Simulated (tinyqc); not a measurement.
Mass anisotropy: shallow donor in an anisotropic valley (effective-mass theory).

One valley: H = -c [(d2/dx2 + d2/dy2)/mt + (d2/dz2)/ml] - q/(eps r), c = hbar^2/2m0, q = e^2/(4 pi eps0). Trial function exp(-sqrt((x^2 + y^2)/a^2 + z^2/b^2)) with a > b: T = (c/3)(2/(mt a^2) + 1/(ml b^2)), V = -(q/eps) atan(u/b)/u, u = sqrt(a^2 - b^2). The central cell of the impurity is left out.

Constants: hbar^2/2m0 = 3.80998211 eV angstrom^2; e^2/(4 pi eps0) = 14.39964547 eV angstrom; Ry = 13.60569312 eV; a0 (Bohr radius) = 0.5291772105 angstrom.

Inputs chosen for the exercise (out of a larger set: near those of GaP; not measured data):
- mt = 0.241 m0 (transverse mass)
- eps = 11 (dielectric constant)
- xs = (1.1, 2.3, 3.5, 6.8, 14, 23, 71, 240) (ratios ml/mt)

mt and eps fixed, ml varied. Energies in units of Ry*(mt) = Ry mt/eps^2 and lengths in a*(mt) = a0 eps/mt; the last two columns use one mass, 3/(1/ml + 2/mt) or (ml mt^2)^(1/3).

Results:
```
ml/mt   a/a*    b/a  binding  conductivity mass  density-of-states mass
1.10   0.980  0.967    1.032              1.031                   1.032
2.30   0.848  0.744    1.292              1.232                   1.320
3.50   0.788  0.642    1.446              1.312                   1.518
6.80   0.710  0.509    1.695              1.397                   1.895
14.0   0.646  0.397    1.962              1.448                   2.410
23.0   0.610  0.335    2.139              1.468                   2.844
71.0   0.550  0.228    2.505              1.490                   4.141
240    0.507  0.151    2.833              1.497                   6.214
```

The binding grows from 1.03 to 2.83 Ry*(mt); for ml going to infinity the exact problem becomes two-dimensional, with 4 Ry*. The conductivity mass saturates at 1.5 and underbinds, by 18 % at ml/mt = 6.8; the density-of-states mass errs by +12 % there and by +119 % in the last row. With these mt and eps one unit is 27.10 meV.

Computed by tinyqc, a small Python program: `OMP_NUM_THREADS=1 python tinyqc.py 1280039 1280040 out.jsonl` (the numbers bound the seed that draws the inputs); one thread of a shared host (Intel(R) Xeon(R) Processor @ 2.30GHz), about 0.01 s for the whole set of steps.
